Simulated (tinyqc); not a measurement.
Four-point probe, van der Pauw, Hall and spreading-resistance readings of a semiconductor layer. Changing the wafer diameter over spacing D/s. Computed by tinyqc, a small Python program. Command: `OMP_NUM_THREADS=1 python tinyqc.py 3112882 3112883 out.jsonl probe sweep`. One thread of a shared host (Intel(R) Xeon(R) Processor @ 2.30GHz), about 0.01 s of CPU time with the checks.

The layer is uniform and ohmic; contacts are points unless a radius is given.

Backing of the layer: insulating.

Method. For a thin circular wafer probed at its centre, R_s = C V/I with C = pi/(ln 2 + ln[((D/s)^2 + 3)/((D/s)^2 - 3)]).

One run for each value:
```
wafer diameter over spacing D/s  factor C  error if pi/ln 2 is used (%)
3.0                                2.2662                    1.0000e+02
5.1                                3.3968                    3.3429e+01
8.6                                4.0572                    1.1710e+01
14.0                               4.3406                    4.4168e+00
24.0                               4.4653                    1.5028e+00
41.0                               4.5091                    5.1494e-01
70.0                               4.5244                    1.7666e-01
120.0                              4.5296                    6.0112e-02
200.0                              4.5314                    2.1640e-02
```

Describe the trends.

Over the rows, factor C rises from 2.27 to 4.53 (exponent d ln y / d ln x 0.76 between the first rows and 7.5e-4 between the last); error if pi/ln 2 is used (%) falls from 100 to 0.0216 (exponent d ln y / d ln x about -2.0 throughout).
